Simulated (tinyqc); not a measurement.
## Error from band bending against le

In A the levels shift by pb (1 - z/W)^2 for z < W. The signal from depth z is weighted by exp(-z/le)/le, so the centroid shifts by pb [1 - 2/a + (2/a^2)(1 - exp(-a))], a = W/le, and the error of iA against its value at the interface is that less pb.

Parameters, values chosen for the exercise:

| symbol | value | unit | meaning |
|---|---|---|---|
| pb | 0.41 | V | band bending in A at the interface |
| W | 56 | nm | width of the bent region |

Result of one run:
```
le (nm)      a  centroid shift (eV)  error (meV)
10.6     5.283               0.2840       -126.0
```

What becomes of these results when the escape depth le is changed from 10.6 to 6.2 nm, all else the same?

Result of the changed run:
```
le (nm)      a  centroid shift (eV)  error (meV)
6.2      9.032               0.3293       -80.74
```

The whole series:
```
le (nm)      a  centroid shift (eV)  error (meV)
0.5      112.0               0.4027       -7.256
1.9      29.47               0.3831       -26.88
3.4      16.47               0.3632       -46.76
4.8      11.67               0.3457       -64.26
6.2      9.032               0.3293       -80.74
7.7      7.273               0.3127       -97.26
9.1      6.154               0.2984       -111.6
10.6     5.283               0.2840       -126.0
12       4.667               0.2716       -138.4
```

The size of the error rises from 7.26 to 138 meV; for large a it is 2 |pb|/a. It is below 50 meV, a typical accuracy of the method, in 3 of the 9 rows. Heavily doped substrates and deep-probing photons need the correction.

Numbers from tinyqc (`OMP_NUM_THREADS=1 python tinyqc.py 2410143 2410144 out.jsonl`; about 0.01 s on one thread of a shared Intel Xeon 2.30GHz).
